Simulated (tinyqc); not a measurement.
k.p values derived from sp3s* tight binding at Gamma, step by step. Values are carried at full precision from step to step, so a last printed digit may differ when a step is redone from the rounded ones.

At Gamma the states are two-level mixtures: s-like S+ (upper) and S- (lower) from [[Esa, Vss], [Vss, Esc]], p-like P- (valence) and P+ from [[Epa, Vxx], [Vxx, Epc]], and the bare s* levels. With real k in 1/angstrom and kz = 0, the phase sums over the four bonds are g0 = 1 - (a k/4)^2/2, g1 = i a kx/4, g3 = -(a/4)^2 kx ky to second order. Each mixture is written (anion, cation) with the anion part positive. c = hbar^2/2m0. No spin-orbit coupling.

Constants: hbar^2/2m0 = 3.80998211 eV angstrom^2.

Parameters, chosen for this exercise (near a published set for GaAs, fitted to gaps, whose masses and valley positions are rough; the results hold for these values, not for the real material):
- Esa = -8.28 eV (s level of the anion)
- Esc = -2.681 eV (s level of the cation)
- Epa = 1.033 eV (p level of the anion)
- Epc = 3.696 eV (p level of the cation)
- Vss = -6.421 eV (s-s)
- Vxx = 1.972 eV (px-px)
- a = 5.649 angstrom (lattice constant)
- Vsapc = 4.502 eV (s anion, p cation)
- Vscpa = 5.743 eV (s cation, p anion)
- Vxapc = 4.857 eV (s* anion, p cation)
- Vpaxc = 4.85 eV (p anion, s* cation)
- Exa = 8.574 eV (s* level of the anion)
- Exc = 6.792 eV (s* level of the cation)
- Vxy = 5.085 eV (px-py)

## States at Gamma

Solve the two blocks.

States:
```
state     E (eV)  anion part  cation part
S-     -12.48524    0.836558     0.547879
P-      -0.01493    0.883060    -0.469261
S+       1.52424    0.547879    -0.836558
P+       4.74393    0.469261     0.883060
```

## Linear terms and the Kane energy

<s state|dH/dkx|x state> = i P with P = (a/4)(sa pc Vsapc + sc pa Vscpa), sa, sc and pa, pc being the parts of the two states; for s* on the anion P = (a/4) pc Vxapc, on the cation (a/4) pa Vpaxc. Ep = P^2/c for S+ to P-.

Couplings:
```
pair       P (eV angstrom)  E(first) - E(second) (eV)
S+ to P-          -7.62613                    1.53917
S+ to P+          -0.10787                   -3.21968
S- to P-           1.42806                  -12.47032
s*a to P-         -3.21880                    8.58893
s*c to P-          6.04844                    6.80693
```

Ep = 15.265 eV

The two terms of S+ to P- have the same sign and add: S+ and P- both change sign from anion to cation. An on-site momentum element between s and p, which real atoms have, is absent from this model.

## Electron mass

m0/m = [<S+|d2H/dkx^2|S+>/2 + sum P^2/(E(S+) - E(P))]/c over P- and P+, with the direct term -(a/4)^2 sa sc Vss.

parts of m0/m: direct -1.541, from P- 9.917, from P+ -0.001

mass = 0.1194 m0

The valence band supplies 118 % of m0/m; the direct term, which stands in for the free-electron 1, is -1.54. Sets of this kind were fitted to gaps and often give too heavy a mass, by up to a factor of two.

## Valence parameters L, M, N and the Luttinger values

Direct terms d0 = -(a/4)^2 pa pc Vxx, dN = -2 (a/4)^2 pa pc Vxy for P-. F = sum P^2/(E(P-) - E(s)) over S+, S-, s*a, s*c. The y state of P- couples to the z state of P+ through Q = (a/4) Vxy (pa p'c - pc p'a), primes for P+, and H1 = Q^2/(E(P-) - E(P+)). L = d0 + F, M = d0 + H1, N = dN + F + H1; g1 = -(L + 2M)/(3c), g2 = -(L - M)/(6c), g3 = -N/(6c).

d0, dN, F, Q, H1 (eV angstrom^2; Q in eV angstrom): 1.6298  8.4052  -44.2023  7.1813  -10.8368

L, M, N (eV angstrom^2): -42.573  -9.207  -46.634

g1, g2, g3: 5.336  1.460  2.040

Along [100] the masses without spin-orbit coupling are c/|L| = 0.089 (one band) and c/|M| = 0.414 (two bands).

## Checks

- Electron mass against a finite difference of the full bands: both 0.1194.
- L and M against finite differences along [100]: largest relative difference 2.3e-05.
- Lowest curvature along [111], (L + 2M + 2N)/3, against a finite difference: -51.418 against -51.417.

Computed by tinyqc, a small Python program: `OMP_NUM_THREADS=1 python tinyqc.py 1450017 1450018 out.jsonl` (the numbers bound the seed that draws the inputs); one thread of a shared host (Intel(R) Xeon(R) Processor @ 2.30GHz), about 0.01 s for the whole set of steps.
